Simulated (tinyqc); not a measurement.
# Undoped symmetric double-gate MOSFET, analytic potential model: what changes with what

An undoped body of thickness ts between two equal insulators and tied gates; long channel, electrons only, n = ni exp((psi - V)/Vt) with V the quasi-Fermi potential (0 at the source, Vd at the drain), constant mobility, no quantisation. Across the body psi(x) = V - 2 Vt ln[(ts/(2 beta)) sqrt(q ni/(2 eps0 eps_r Vt)) cos(2 beta x/ts)], x from the centre. Q is the electron charge per area of the whole body.

Values chosen for this exercise; material values those of a made-up semiconductor:
- T = 325 K (temperature)
- Eg = 1.6 eV (band gap)
- eps_r = 13.8 (relative permittivity of the semiconductor)
- Nc = 4.97e17 cm^-3 (conduction-band density of states at T)
- Nv = 1.16e19 cm^-3 (valence-band density of states at T)
- eox = 7.32 (relative permittivity of the gate insulator)
- tox = 3.7 nm (insulator thickness)
- ts = 6 nm (body thickness)
- dphi = 0.11 V (gate work function less that of the intrinsic body)
- mu = 520 cm^2/(V s) (channel mobility)
- L = 0.5 um (gate length)
- Vd = 1 V (drain voltage)

Constants: q = 1.602176634e-19 C, kB = 1.380649e-23 J/K, Vt = kB T/q, eps0 = 8.8541878128e-14 F/cm where lengths are in cm. Results are converted to the units shown.

Each table varies one quantity; the others keep the values above.

## Transfer curve and volume inversion

ni = sqrt(Nc Nv) exp(-Eg/(2 Vt)), Eg in volts; r = eps_r tox/(eox ts); V0 = dphi + 2 Vt ln[(2/ts) sqrt(2 eps0 eps_r Vt/(q ni))]. beta (between 0 and pi/2) solves (Vg - V0 - V)/(2 Vt) = ln(beta) - ln(cos beta) + 2 r beta tan(beta). Q = 8 eps0 eps_r Vt beta tan(beta)/ts; I = mu (1/L)(4 eps0 eps_r/ts)(2 Vt)^2 [g(beta_s) - g(beta_d)] per width, g = beta tan(beta) - beta^2/2 + r beta^2 tan^2(beta), with beta_s at V = 0 and beta_d at V = Vd. The drop is psi(surface) - psi(centre) at the source end; C = dQs/dVg, Cg = 2 eps0 eox/tox; gm = dI/dVg.

Transfer curve and volume inversion:
```
Vg (V)  Qs (nC/cm^2)  drop (mV)      C/Cg  I (uA/um)  gm/I (1/V)
0.63         0.01050   6.446e-4  1.070e-4   3.059e-4       35.70
0.78           2.170     0.1331   0.02157    0.06399       35.26
0.93           118.9      6.994    0.5117      5.844       21.16
1.08           470.1      24.56    0.7654      50.13       9.752
1.23           896.2      41.24    0.8454      156.2       5.968
1.38            1352      55.32    0.8853      331.2       4.245
1.53            1824      67.14    0.9094      578.8       3.277
1.68            2306      77.21    0.9255      900.9       2.663
1.83            2796      85.92    0.9369       1298       2.230
```

What does the comparison show?

The current rises from 3.06e-4 to 1300 uA/um. In the first row gm/I is 35.7 1/V, within 0.01 % of 1/Vt: with no depletion charge the whole body follows the gate, and the swing is ideal. The drop between surface and centre goes from 6.4e-4 to 85.9 mV and passes Vt at Vg = 1.23 V among the rows; below that the density varies across the body by less than a factor of e (volume inversion). C reaches 0.94 of Cg in the last row. For Vg = 0.93 to 1.83 V the surface density at the source passes 0.3 Nc, where Boltzmann statistics fail. For Vg = 1.23 to 1.83 V mu V/L, with V the smaller of Vd and Vg - V0, passes 3e6 cm/s, so velocity saturation would lower the current. In every row the body is thin enough for quantum confinement, left out here, to raise the threshold.

## Output curve

Same model as above.

In this table Vg = 1.68 V.

Output curve:
```
Vd (V)  Qd (nC/cm^2)     Qd/Qs  I (uA/um)
0.15            1824    0.7908      322.1
0.28            1414    0.6131      540.8
0.41            1016    0.4403      704.9
0.54           635.4    0.2755      816.3
0.68           266.9    0.1157      881.2
0.81           36.28   0.01573      899.6
0.94          0.5301  2.299e-4      900.8
1.07        0.005142  2.230e-6      900.9
1.2         4.957e-5  2.149e-8      900.9
```

What does the table show?

The current rises from 322 to 901 uA/um, while the charge at the drain end falls from 0.79 to 2.1e-8 of that at the source. The current first comes within 1 % of its last value at Vd = 0.81 V among the rows. Over the last rows Qd falls by a factor of e for each Vt of drain voltage: the drain end is in weak inversion. In every row the surface density at the source passes 0.3 Nc, where Boltzmann statistics fail. For Vd = 0.41 to 1.2 V mu V/L, with V the smaller of Vd and Vg - V0, passes 3e6 cm/s, so velocity saturation would lower the current. In every row the body is thin enough for quantum confinement, left out here, to raise the threshold.

Numbers from tinyqc (`OMP_NUM_THREADS=1 python tinyqc.py 2440053 2440054 out.jsonl`; about 0.01 s on one thread of a shared Intel Xeon 2.30GHz).
